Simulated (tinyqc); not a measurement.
# p-type polysilicon, carrier trapping at grain boundaries: effects of single changes

One-dimensional grains of size Lg, uniform ionised doping N, monovalent traps Qt at each boundary at a depth Et below (for electrons) or above (for holes) the band edge there, abrupt depletion of width W on each side of a boundary, Boltzmann statistics. xi is the distance from the band edge at the grain centre to the Fermi level. Trapped charge Qt/(1 + exp((xi + VB - Et)/Vt)) = 2 N W, barrier VB = q N W^2/(2 eps0 eps_r).

Values chosen for this exercise; values of the order met in polycrystalline silicon: temperature T = 300 K; relative permittivity eps_r = 11.7; valence-band density of states at T NB = 2.65e19 cm^-3; grain size Lg = 270 nm; trap density of a grain boundary Qt = 1.4e12 cm^-2; depth of the trap level from the majority band edge at the boundary Et = 0.45 eV; mass for thermionic emission ms = 0.38 m0; correction factor of the emission rate fe = 0.5; mobility inside the grains mug = 120 cm^2/(V s); doping N = 1.3e16 cm^-3.

Constants: q = 1.602176634e-19 C, kB = 1.380649e-23 J/K, m0 = 9.1093837015e-31 kg, Vt = kB T/q, eps0 = 8.8541878128e-14 F/cm where lengths are in cm. Results are converted to the units shown.

Each table varies one quantity; the others keep the values above.

## Effect of the doping

If the trap equation with xi = Vt ln(NB/N) has a root W < Lg/2, the grain is partly depleted; otherwise W = Lg/2 and the trap equation gives xi = Et - VB + Vt ln(Qt/(N Lg) - 1). N* = Qt/Lg. n0 = NB exp(-xi/Vt); mean density n0 (1 - 2 W/Lg) by charge balance in a partly depleted grain, and n0 (sqrt(pi)/2) erf(u)/u with u = sqrt(VB/Vt) in a fully depleted one; v = sqrt(kB T/(2 pi ms m0)); barrier resistivity Vt exp(VB/Vt)/(q fe n0 v Lg); grain resistivity (1 - 2 W/Lg)/(q n0 mug); effective mobility 1/(q mean density total resistivity). Rows with xi above 0.45 V, towards mid-gap, are left out, since the other carrier type is ignored.

Effect of the doping:
columns A: N (cm^-3); B: N/N*; C: depleted share 2 W/Lg; D: VB (V); E: xi (V); F: mean density (cm^-3); G: resistivity (ohm cm); H: effective mobility (cm^2/(V s))
```
A            B        C        D        E         F        G       H
5.4e15  0.1041    1.000  0.07610   0.4295  8.201e11  3.226e4   235.9
1.1e16  0.2121    1.000   0.1550   0.3289  2.861e13  1.393e4   15.67
2.4e16  0.4629   0.9054   0.2773   0.1811  2.269e15     5198  0.5292
5.1e16  0.9836   0.6205   0.2767   0.1617  1.935e16     2395  0.1347
1.1e17   2.121   0.4092   0.2595   0.1418  6.499e16    570.5  0.1683
2.2e17   4.243   0.2351   0.1714   0.1239  1.683e17    9.601   3.863
4.7e17   9.064   0.1103  0.08061   0.1042  4.181e17   0.2302   64.84
9.9e17   19.09  0.05238  0.03827  0.08498  9.381e17  0.06195   107.4
2.1e18   40.50  0.02469  0.01804  0.06554  2.048e18  0.02678   113.8
```

What does the comparison show, and why?

As N goes from 5.4e15 to 2.1e18, VB goes from 0.0761 through a maximum of 0.277 (at N = 2.4e16 among the rows listed) to 0.0180 V, the resistivity falls from 32300 to 0.0268 ohm cm and the effective mobility goes from 236 through a minimum of 0.135 (at N = 5.1e16 among the rows listed) to 114 cm^2/(V s). The steepest fall of the resistivity among the rows, as N^(-5.9), lies between N = 1.1e17 and 2.2e17 cm^-3; N* = 5.19e16 cm^-3. While the grain is fully depleted VB grows as N; once the traps are full it falls as 1/N. For N = 2.1e18 VB is below Vt, where abrupt depletion and thermionic emission are rough. For N = 2.4e16 the grain is near the changeover between partial and full depletion, within a few Debye lengths, where both limits are rough. For N = 5.4e15 the effective mobility exceeds mug, since drift through the depleted part of the grain is left out.

## Effect of the trap density of a grain boundary

Same model as above.

N* = Qt/Lg.

Results:
columns A: Qt (cm^-2); B: N/N*; C: depleted share 2 W/Lg; D: VB (V); E: xi (V); F: mean density (cm^-3); G: resistivity (ohm cm); H: effective mobility (cm^2/(V s))
```
A             B       C        D       E         F        G      H
2e11      1.755  0.5695  0.05942  0.1970  5.597e15    3.820  291.9
5.7e11   0.6158   1.000   0.1832  0.2546  4.662e14     2340  5.723
9.7e11   0.3619   1.000   0.1832  0.2815  1.649e14     6613  5.723
1.6e12   0.2194   1.000   0.1832  0.2996  8.174e13  1.334e4  5.723
2.8e12   0.1254   1.000   0.1832  0.3170  4.169e13  2.616e4  5.723
4.7e12  0.07468   1.000   0.1832  0.3319  2.347e13  4.646e4  5.723
8e12    0.04387   1.000   0.1832  0.3465  1.335e13  8.171e4  5.723
```

Estimate the missing row, Qt = 3.4e11 cm^-2.

Computed row:
columns A: Qt (cm^-2); B: N/N*; C: depleted share 2 W/Lg; D: VB (V); E: xi (V); F: mean density (cm^-3); G: resistivity (ohm cm); H: effective mobility (cm^2/(V s))
```
A           B       C       D       E         F      G      H
3.4e11  1.032  0.9407  0.1621  0.1970  7.710e14  111.7  72.46
```

With this row back in the table: As Qt goes from 2e11 to 8e12, VB rises from 0.0594 to 0.183 V, the resistivity rises from 3.82 to 81700 ohm cm and the effective mobility falls from 292 to 5.72 cm^2/(V s). For Qt = 3.4e11, 5.7e11 the grain is near the changeover between partial and full depletion, within a few Debye lengths, where both limits are rough. For Qt = 2e11 the effective mobility exceeds mug, since drift through the depleted part of the grain is left out.

tinyqc, about 0.01 s, one thread, Intel Xeon 2.30GHz (shared host): `OMP_NUM_THREADS=1 python tinyqc.py 2830267 2830268 out.jsonl`
